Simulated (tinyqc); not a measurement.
## Planar ballistic transistor, top-of-the-barrier model: effect of the temperature

At the top of the source barrier, states moving towards the drain are filled by the source (Fermi level 0) and states moving back by the drain (Fermi level -q Vd); nothing scatters. U is the shift of the band edge there, set by the capacitances CG, CD and CS (the total) and by the charge. Parabolic two-dimensional band; the source is grounded.

N0 = gv m kB T/(pi hbar^2), CG = eps0 eox/tox, vT = sqrt(2 kB T/(pi m)), CS = CG/aG, n0 = n at U = 0 and Vd = 0. eta1 = -(E0 + U)/Vt, eta2 = eta1 - Vd/Vt, n = (N0/2)[F_0(eta1) + F_0(eta2)], F_0(x) = ln(1 + exp x). U = UL + q (n - n0)/CS with UL = -(aG Vg + aD Vd), energies in eV. I = q (N0/2) vT [F_(1/2)(eta1) - F_(1/2)(eta2)] per width, F_(1/2)(x) = (2/sqrt(pi)) int_0^infinity u^(1/2)/(1 + exp(u - x)) du. CQ = (q/Vt) dn/d(eta1). E0 is held fixed.

Parameters, values chosen for the exercise; mass and valleys close to those of germanium: effective mass m = 0.119 m0; valley degeneracy gv = 4; relative permittivity of the gate insulator eox = 3.9; insulator thickness tox = 2.4 nm; gate control CG/CS aG = 0.82; drain control CD/CS aD = 0.047; band edge at the barrier top above the source Fermi level at zero bias E0 = 0.33 eV; gate voltage Vg = 0.4 V; drain voltage Vd = 0.4 V.

Constants: q = 1.602176634e-19 C, kB = 1.380649e-23 J/K, hbar = 1.054571817e-34 J s, m0 = 9.1093837015e-31 kg, Vt = kB T/q, eps0 = 8.8541878128e-14 F/cm where lengths are in cm. Results are converted to the units shown.

Effect of the temperature:

| T (K) | eta1 | n (cm^-2) | I (uA/um) | mean velocity I/(q n) (cm/s) | CQ/CS |
|---|---|---|---|---|---|
| 50 | -0.4786 | 2.066e11 | 22.59 | 6.824e6 | 3.473 |
| 77 | -0.8097 | 2.428e11 | 32.42 | 8.333e6 | 2.796 |
| 120 | -1.065 | 3.046e11 | 50.24 | 1.030e7 | 2.328 |
| 180 | -1.235 | 3.937e11 | 79.09 | 1.254e7 | 2.046 |
| 240 | -1.326 | 4.843e11 | 112.0 | 1.444e7 | 1.905 |
| 300 | -1.383 | 5.754e11 | 148.5 | 1.611e7 | 1.821 |
| 360 | -1.421 | 6.670e11 | 188.4 | 1.763e7 | 1.765 |
| 420 | -1.449 | 7.591e11 | 231.4 | 1.903e7 | 1.727 |

As T goes from 50 to 420 K, n rises from 2.07e11 to 7.59e11 cm^-2, the mean velocity rises from 6.82e6 to 1.90e7 cm/s and the current rises from 22.6 to 231 uA/um. CQ/CS goes from 3.5 to 1.7.

tinyqc, about 0.01 s, one thread, Intel Xeon 2.30GHz (shared host): `OMP_NUM_THREADS=1 python tinyqc.py 2400068 2400069 out.jsonl`
